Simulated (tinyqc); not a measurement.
# Gate voltage for a wanted density

Question. A HEMT has a barrier of thickness d, permittivity eb and off voltage Voff; energies are counted from the channel band edge at the interface. F = q (eta ns + Nb)/(eps0 ec) in eV/nm; E_k = a_k (C F^2/me)^(1/3), a_0 = 2.338107, a_1 = 4.087949, C = hbar^2/(2 m0); D = me m0 q/(pi hbar^2); ns = D Vt [ln(1 + exp((EF - E_0)/Vt)) + ln(1 + exp((EF - E_1)/Vt))], which gives EF = E_0 + Vt ln{2 s/[(1 + u) + sqrt((1 + u)^2 + 4 u s)]} with s = exp(ns/(D Vt)) - 1, u = exp((E_0 - E_1)/Vt). Charge control: ns + Nb = eps0 eb (Vg - Voff - EF)/(q d). Find E_0, E_1, EF and the Vg that gives this ns.

Parameters, values chosen for the exercise; material values close to those of AlGaAs on GaAs:
```
symbol,value,unit,meaning
T,200,K,temperature
d,16,nm,barrier thickness from gate to channel
me,0.068,m0,electron mass in the channel
ec,12.8,,relative permittivity of the channel
eta,0.5,,share of ns that counts in the confining field
Nb,1.7e11,cm^-2,depletion charge of the buffer
```

Constants: q = 1.602176634e-19 C, kB = 1.380649e-23 J/K, hbar = 1.054571817e-34 J s, m0 = 9.1093837015e-31 kg, Vt = kB T/q, eps0 = 8.8541878128e-14 F/cm where lengths are in cm, hbar^2/(2 m0) = 0.0380998212 eV nm^2. Results are converted to the units shown.

ns = 7.2e11 cm^-2
eb = 12.1
Voff = 0.20842711 V

Answer. In this direction nothing needs iterating: ns fixes the field, the levels and EF, and the charge-control relation gives Vg.

E_0 = 0.0738 eV
E_1 = 0.129 eV
EF = 0.0921 eV
Vg = 0.514 V

Program tinyqc, `OMP_NUM_THREADS=1 python tinyqc.py 2180033 2180034 out.jsonl`; Intel Xeon 2.30GHz, shared host, one thread, about 0.01 s.
